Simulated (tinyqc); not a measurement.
Worked calculation: Hubbard ring of 5 sites. Computed by tinyqc, a small Python program that keeps every step. Settings: hopping = 1.35, U = 10.4, mixing = 1, iteration cap = 82. Command: `OMP_NUM_THREADS=1 python tinyqc.py 29407 29408 out.jsonl` (the two numbers bound the seeds that draw the settings). One thread of a shared host (Intel(R) Xeon(R) Processor @ 2.60GHz), about 0.2 s of CPU time with the checks. Later iterations appear only in the table of the cycle.

## Mean-field iteration 1

one-body matrix (hopping and site energies) (eV), lower triangle:
```
         1        2        3        4        5
1  -0.4000
2  -1.3500  -0.8900
3   0.0000  -1.3500   0.2800
4   0.0000   0.0000  -1.3500   0.7900
5  -1.3500   0.0000   0.0000  -1.3500  -0.6200
```

U = 10.4000 eV

electrons, up and down: 3  2

mixing = 1

n(up) at the start (a guess, not normalised): 1 0.6500, 2 0.5500, 3 0.6500, 4 0.5500, 5 0.6500

n(down) at the start (a guess): 1 0.3500, 2 0.4500, 3 0.3500, 4 0.4500, 5 0.3500

H(up) = T + U n(down), H(down) = T + U n(up); fill the lowest levels; n(new) = n + mixing (n(out) - n); E = tr T (rho up + rho down) + U sum n_up n_down of the output.

levels, up (eV): 0.9644  2.6856  3.3205  5.6955  6.7740

levels, down (eV): 3.2606  4.9135  5.7649  8.2075  8.7334

energy = 3.3156 eV

n(up) after iteration 1: 1 0.6914, 2 0.5592, 3 0.6602, 4 0.3206, 5 0.7686

n(down) after iteration 1: 1 0.2075, 2 0.7931, 3 0.1227, 4 0.3464, 5 0.5303

## Mean-field iteration 2

As before.

levels, up (eV): 0.4625  1.2869  3.8359  6.4006  7.9741

levels, down (eV): 2.9102  4.1459  6.0915  8.3347  8.8778

energy = 3.5167 eV

n(up) after iteration 2: 1 0.9088, 2 0.1006, 3 0.9230, 4 0.6164, 5 0.4512

n(down) after iteration 2: 1 0.1777, 2 0.7383, 3 0.1433, 4 0.8445, 5 0.0962

## Convergence

Each step fills the lowest levels of T + U n(other spin) and sets n(new) = n + mixing (n(out) - n); stop when output and input agree to 1e-8.

Course of the cycle:
```
iteration    E (eV)  largest |n(out) - n(in)|  mean |n_up - n_down|
1          3.315581                  3.43e-01                0.3039
2          3.516686                  4.98e-01                0.5463
3          4.304478                  7.47e-01                0.5725
4          7.771140                  9.13e-01                0.5686
5          5.879929                  9.44e-01                0.5716
6          8.199538                  9.46e-01                0.5718
7          5.914721                  9.47e-01                0.5720
8          8.204671                  9.47e-01                0.5718
9          5.915130                  9.47e-01                0.5720
10         8.204733                  9.47e-01                0.5718
11         5.915135                  9.47e-01                0.5720
...             ...                       ...                   ...
72         8.204733                  9.47e-01                0.5718
73         5.915135                  9.47e-01                0.5720
74         8.204733                  9.47e-01                0.5718
75         5.915135                  9.47e-01                0.5720
76         8.204733                  9.47e-01                0.5718
77         5.915135                  9.47e-01                0.5720
78         8.204733                  9.47e-01                0.5718
79         5.915135                  9.47e-01                0.5720
80         8.204733                  9.47e-01                0.5718
81         5.915135                  9.47e-01                0.5720
82         8.204733                  9.47e-01                0.5718
```

Not converged within 82 iterations: the residual has stopped falling: the iteration swings between two states. The lowest mean-field energy found from random starts is -2.24917 eV. Reruns (cap 100 unless said): mixing 0.2: converged in 97 to a higher stationary point (E = -2.24738); mixing 0.5: converged in 34 to a higher stationary point (E = -2.24738); mixing 0.9: not converged; the original settings with a cap of 400: not converged.

## Exact diagonalisation (100 states)

Lowest levels of the sector, and the double occupancy of the lowest state.

lowest levels (eV): -2.9242  -2.9089  -2.1862  -2.0523  -2.0416  -1.4591

double occupancy per site = 0.0366

## The lowest level by Lanczos steps

From a random start vector (not printed): a_j = <q_j|H|q_j>, b_j = norm of the remainder after orthogonalising; the Ritz value is the lowest eigenvalue of the tridiagonal matrix of a and b so far.

Lanczos:
```
j   a_j (eV)  b_j (eV)  lowest Ritz value (eV)
1    10.4458    7.8865               10.445763
2     8.0973    7.5598                1.298149
3    10.0939    5.5835               -1.792706
4    13.9335    6.4981               -2.269098
5    11.5384    7.7894               -2.387694
6     8.6087    7.8098               -2.494763
7    11.8949    5.7526               -2.698612
8    12.5404    6.0575               -2.805866
9    12.1972    7.7153               -2.836344
10    8.6931    7.7548               -2.859618
```
